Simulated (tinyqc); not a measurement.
# A clean chain and dephasing by Buettiker voltage probes, step by step

Numbers from tinyqc (`OMP_NUM_THREADS=1 python tinyqc.py 2700135 2700136 out.jsonl`; about 0.01 s on one thread of a shared Intel Xeon 2.30GHz). Printed values are rounded.

Sites 1 to 6 form a chain with hopping -t. Lead L joins site 1 and lead R site 6, both semi-infinite chains with hopping -t and site energy 0. Every site carries a probe with self-energy -i Gamma_p/2 that draws no net current. Linear response at zero temperature: mu_L = 1, mu_R = 0 in units of the bias.

Values chosen for this exercise: hopping (matrix element -t) t = 1 eV; site energies 1 to N U = [0, 0, 0, 0, 0, 0] eV; Fermi energy E = 1.18 eV; probe broadening Gamma_p gp = 0.058 eV.

Constants: q = 1.602176634e-19 C, h = 6.62607015e-34 J s. Results are converted to the units shown.

## Green function

Sigma = t^2 g(E), g(x) = (x - i sqrt(4 t^2 - x^2))/(2 t^2) for |x| < 2 t and (x - sign(x) sqrt(x^2 - 4 t^2))/(2 t^2) otherwise; Gamma = -2 Im Sigma; G = (E - H - Sigma_L - Sigma_R + i Gamma_p/2)^(-1).

Sigma = 0.590000-0.807403i eV
Gamma = 1.61481 eV

G (1/eV):

|  | 1 | 2 | 3 | 4 | 5 | 6 |
|---|---|---|---|---|---|---|
| 1 | 0.007437-0.618008i | 0.478708+0.358404i | -0.561919+0.181208i | 0.189611-0.555935i | 0.322056+0.469296i | -0.556027-0.007174i |
| 2 | 0.478708+0.358404i | 0.017333-0.611852i | 0.483095+0.363078i | -0.576856+0.169410i | 0.202508-0.546253i | 0.322056+0.469296i |
| 3 | -0.561919+0.181208i | 0.483095+0.363078i | 0.002396-0.623650i | 0.495992+0.372760i | -0.576856+0.169410i | 0.189611-0.555935i |
| 4 | 0.189611-0.555935i | -0.576856+0.169410i | 0.495992+0.372760i | 0.002396-0.623650i | 0.483095+0.363078i | -0.561919+0.181208i |
| 5 | 0.322056+0.469296i | 0.202508-0.546253i | -0.576856+0.169410i | 0.483095+0.363078i | 0.017333-0.611852i | 0.478708+0.358404i |
| 6 | -0.556027-0.007174i | 0.322056+0.469296i | 0.189611-0.555935i | -0.561919+0.181208i | 0.478708+0.358404i | 0.007437-0.618008i |

## Transmissions between terminals

With Gamma the broadening by one lead, T_RL = Gamma^2 |G_(6,1)|^2, T_pL = Gamma Gamma_p |G_(p,1)|^2, T_pR = Gamma Gamma_p |G_(p,6)|^2, T_pq = Gamma_p^2 |G_(p,q)|^2 for p != q.

T_RL = 0.806316

| probe | T_pL | T_pR |
|---|---|---|
| 1 | 0.0357766 | 0.0289610 |
| 2 | 0.0334938 | 0.0303415 |
| 3 | 0.0326485 | 0.0323137 |
| 4 | 0.0323137 | 0.0326485 |
| 5 | 0.0303415 | 0.0334938 |
| 6 | 0.0289610 | 0.0357766 |

T_pq (in units of 1e-3):

|  | 1 | 2 | 3 | 4 | 5 | 6 |
|---|---|---|---|---|---|---|
| 1 | 0.00000 | 1.20302 | 1.17265 | 1.16063 | 1.08980 | 1.04021 |
| 2 | 1.20302 | 0.00000 | 1.22856 | 1.21596 | 1.14175 | 1.08980 |
| 3 | 1.17265 | 1.22856 | 0.00000 | 1.29500 | 1.21596 | 1.16063 |
| 4 | 1.16063 | 1.21596 | 1.29500 | 0.00000 | 1.22856 | 1.17265 |
| 5 | 1.08980 | 1.14175 | 1.21596 | 1.22856 | 0.00000 | 1.20302 |
| 6 | 1.04021 | 1.08980 | 1.16063 | 1.17265 | 1.20302 | 0.00000 |

## Probe potentials and effective transmission

No current into probe p: W mu = T_pL with W_pp = T_pL + T_pR + sum_q T_pq and W_pq = -T_pq. Then T_eff = T_RL + sum_p T_pR mu_p, and the resistance is (h/2q^2)/T_eff.

W:

|  | 1 | 2 | 3 | 4 | 5 | 6 |
|---|---|---|---|---|---|---|
| 1 | 0.0704039 | -0.0012030 | -0.0011727 | -0.0011606 | -0.0010898 | -0.0010402 |
| 2 | -0.0012030 | 0.0697144 | -0.0012286 | -0.0012160 | -0.0011417 | -0.0010898 |
| 3 | -0.0011727 | -0.0012286 | 0.0710350 | -0.0012950 | -0.0012160 | -0.0011606 |
| 4 | -0.0011606 | -0.0012160 | -0.0012950 | 0.0710350 | -0.0012286 | -0.0011727 |
| 5 | -0.0010898 | -0.0011417 | -0.0012160 | -0.0012286 | 0.0697144 | -0.0012030 |
| 6 | -0.0010402 | -0.0010898 | -0.0011606 | -0.0011727 | -0.0012030 | 0.0704039 |

| probe | mu_p |
|---|---|
| 1 | 0.547735 |
| 2 | 0.522321 |
| 3 | 0.502326 |
| 4 | 0.497674 |
| 5 | 0.477679 |
| 6 | 0.452265 |

T_eff = 0.902688
resistance = 14.2978 kohm

Without probes the transmission is 1.000. With them, 89.3 % of the current crosses without entering a probe.

## Current at both leads

In units of (2 q^2/h) times the bias, T_RL + sum_p T_pL (1 - mu_p) leaves L and T_RL + sum_p T_pR mu_p enters R.

current leaving L = 0.902688
current entering R = 0.902688

The two are equal: the probes conserve the current.
